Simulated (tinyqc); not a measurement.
# Heisenberg magnet: exchange from energy differences, ordering vector, linear spin waves and ordering temperature, step by step

A worked calculation. Computed by tinyqc, a small Python program that keeps every step. Command: `OMP_NUM_THREADS=1 python tinyqc.py 3000214 3000215 out.jsonl magnon walk`. One thread of a shared host (Intel(R) Xeon(R) Processor @ 2.30GHz), about 0.1 s of CPU time with the checks. Intermediate numbers are printed to about 5 digits and carried at full precision; extremes and crossings named in words are read from the listed rows.

H = -sum over pairs <ij> J_ij S_i.S_j - K sum_i (S_i^z)^2, each pair once, J > 0 ferromagnetic. First neighbours: 12 at a (0.5, 0.5, 0), second: 6 at a (1, 0, 0), with all permutations and signs.

Inputs (values chosen for the exercise, for a model magnet):
```
quantity                 value      unit
exchange J1               15.1       meV
exchange J2                2.9       meV
spin S                     0.5         -
single-ion anisotropy K    0.3       meV
lattice constant a        2.94  angstrom
mesh divisions n            16         -
temperature T              140         K
```

Lattice: fcc. Order: ferromagnetic.

wave vector q (2 pi/a): 0.38  0.36  0.14

Constants: h x 1 THz = 4.135667696 meV; k_B = 8.617333262e-05 eV/K.

## Energies of ordered states

J(q) = J1 g1(q) + J2 g2(q), g_s(q) = sum over shell s of cos(q.R). A classical spiral or collinear state of wave vector Q has the exchange energy -(S^2/2) J(Q) per site.

States, Q in 2 pi/a:
```
Q                  g1  g2  energy (meV/site)
G (0, 0, 0)        12   6            -24.825
X (1, 0, 0)        -4   6              5.375
L (0.5, 0.5, 0.5)   0  -6              2.175
W (1, 0.5, 0)      -4   2              6.825
```

The lowest of these is G (0, 0, 0), 27.000 meV per site below L (0.5, 0.5, 0.5).

## Back from energy differences to J1 and J2

Subtract the first row of the table from the second and third: dE = -(S^2/2)(dg1 J1 + dg2 J2), two equations for two unknowns, as in mapping total energies onto a spin model.

coefficients:
```
    J1   J2
1  2.0  0.0
2  1.5  1.5
```

energy differences (meV/site): 30.2  27.0

J1, J2 (meV): 15.1  2.9

## Magnon energy at q

g_s(q) = sum over shell s of cos(q.R), z1 = g1(0). E(q) = S [J(0) - J(q)] + (2S - 1) K, J(q) = J1 g1 + J2 g2. The factor 2S - 1 removes the anisotropy for S = 1/2.

g1(q) = 3.5003

g2(q) = -1.4579

E(q) = 74.986 meV

frequency = 18.132 THz

## Long waves and the gap

sum R_x^2 over the shells is s1 = 2 a^2 and s2 = 2 a^2. E = gap + D q^2 with D = (S/2)(J1 s1 + J2 s2) and gap = (2S - 1) K.

stiffness D = 77.7924 meV angstrom^2

gap = 0 meV

For S = 1/2 there is no gap.

## Dispersion

The formulas are those given above.

Energies (meV); X = (1, 0, 0), L = (0.5, 0.5, 0.5) in 2 pi/a:
```
line  fraction of the way    E(q)  gap + D q^2
G-X                  0.10    3.51         3.55
G-X                  0.25   20.59        22.21
G-X                  0.50   66.20        88.83
G-X                  0.75  106.01       199.86
G-X                  1.00  120.80       355.31
G-L                  0.10    2.64         2.66
G-L                  0.25   15.82        16.65
G-L                  0.50   54.00        66.62
G-L                  0.75   92.18       149.89
G-L                  1.00  108.00       266.48
```

At the end of the G-X rows the long-wave form is 2.94 times the true energy. At the end of the G-L rows the long-wave form is 2.47 times the true energy. It holds to 5 % in 2 of the ten rows; nearer the zone boundary the cosine flattens the band.

## Loss of moment

Mesh: q = sum_i (m_i + 1/2)/n b_i, m_i = 0..n-1, b = [[-1, 1, 1], [1, -1, 1], [1, 1, -1]] in 2 pi/a; <..> is the mean over the mesh. n = 1/(exp(E/(k_B T)) - 1); no zero-point loss; thermal loss <n>; moment = S less the losses.

zero-point loss = 0

thermal loss = 0.022095

moment <S^z> = 0.47790

The thermal loss is 4.42 % of S. Caution: doubling the mesh changes the thermal sum by more than 3 %, so it is not fully converged.

## Ordering temperature

K left out. Mean field: k_B T = S (S + 1) J(Q)/3 at the ordering vector Q; random-phase (Tyablikov): k_B T = [S (S + 1)/3] / <1/(J(Q) - J(q))>; Curie-Weiss theta = S (S + 1) J(0)/(3 k_B).

mean-field ordering temperature = 576.16 K

random-phase ordering temperature = 450.01 K

Curie-Weiss temperature = 576.16 K

The random-phase value is 0.78 of mean field, since it weights the soft long waves (a harmonic mean of J(Q) - J(q) in place of the arithmetic one); on this mesh it lies slightly high.

Checks made by the program: the long-wave formula against the dispersion (relative difference 1e-06).
